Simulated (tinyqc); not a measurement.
Length of a polyene: Hueckel, PPP and singles CI along the polyenes. Computed by the program tinyqc. Hueckel uses the same beta without repulsion; CIS keeps all single excitations and so misses the low, doubly excited 2Ag state. W is the valence ionisation energy of a centre, MN the Mataga-Nishimoto formula, f the oscillator strength.

All-trans chains of carbon centres 1.40 angstrom apart:

| parameter | value |
|---|---|
| beta (eV), times 1 +/- alternation | -2.570000 |
| alternation | 0.150000 |
| W (eV) | 11.160000 |
| gamma_rr (eV) | 10.990000 |
| repulsion formula | Ohno |

Gaps and excitations (eV):

| centres | Hueckel gap | PPP orbital gap | bright singlet (CIS) | f | lowest triplet (CIS) |
|---|---|---|---|---|---|
| 2 | 5.9110 | 13.4207 | 7.6511 | 0.6560 | 4.1709 |
| 4 | 4.1172 | 10.9451 | 6.1037 | 1.1534 | 3.2272 |
| 6 | 3.2967 | 9.7318 | 5.2452 | 1.5771 | 2.7839 |
| 8 | 2.8363 | 9.0357 | 4.7206 | 1.9605 | 2.5525 |
| 12 | 2.3469 | 8.3019 | 4.1403 | 2.6660 | 2.3369 |

Estimate the missing row, centres = 10.

Computed row:
```
centres  Hueckel gap  PPP orbital gap  bright singlet (CIS)       f  lowest triplet (CIS)
10            2.5453           8.5969                4.3769  2.3199                2.4194
```

The Hueckel gap tends to 4 x alternation x |beta| = 1.54 eV for long chains. Exchange opens the PPP orbital gap, and the attraction of electron and hole brings the bright state 4.16 eV below it at 12 centres; the triplet lies 1.80 eV lower still.
